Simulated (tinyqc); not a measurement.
Inside a calculation. Method: one-electron ion in a basis of Gaussians. One step of it, computed by the program tinyqc.

Question. Matrices over normalised Gaussians. With p = a_i + a_j and I(k) = Gamma((k+1)/2) / (2 p^((k+1)/2)): S = I(2l+2), T = (2l+3) a_i a_j S / p, V = -Z I(2l+1), each divided by sqrt(S_ii S_jj).

exponents of r^l exp(-a r^2) (1/bohr^2): [0.216800, 0.490500, 1.110000]

Z = 2

l = 0

Give: S; T; V.

Answer.

S:
```
[[1.000, 0.885, 0.636],
 [0.885, 1.000, 0.885],
 [0.636, 0.885, 1.000]]
```

T (hartree):
```
[[0.325, 0.399, 0.346],
 [0.399, 0.736, 0.904],
 [0.346, 0.904, 1.665]]
```

V (hartree):
```
[[-1.486, -1.681, -1.653],
 [-1.681, -2.235, -2.528],
 [-1.653, -2.528, -3.362]]
```
